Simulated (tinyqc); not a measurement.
Lifetime from the low-frequency admittance.

Inverse problem. At low frequency a p+-n diode with a base of width wb has C_diff/G = (tau/2)(1 - 2 x/sinh 2x), x = wb/sqrt(Dp tau). Find tau, x and the limit of C_diff/G for infinite lifetime, wb^2/(3 Dp).

Inputs (values chosen for the exercise):
- Dp = 9.8 cm^2/s (hole diffusion coefficient)
- wb = 8.8 um (width of the neutral base)

G = 19.098933 S/cm^2
C_diff = 0.25235451 uF/cm^2

Answer. The ratio rises steadily with tau from tau/2 (long base) towards wb^2/(3 Dp) (short base), so one lifetime matches as long as the ratio is below that limit.

tau = 4.00e-8 s
x = 1.41
limit of C_diff/G = 2.63e-8 s

Program tinyqc, `OMP_NUM_THREADS=1 python tinyqc.py 2890125 2890126 out.jsonl`; Intel Xeon 2.30GHz, shared host, one thread, about 0.01 s.
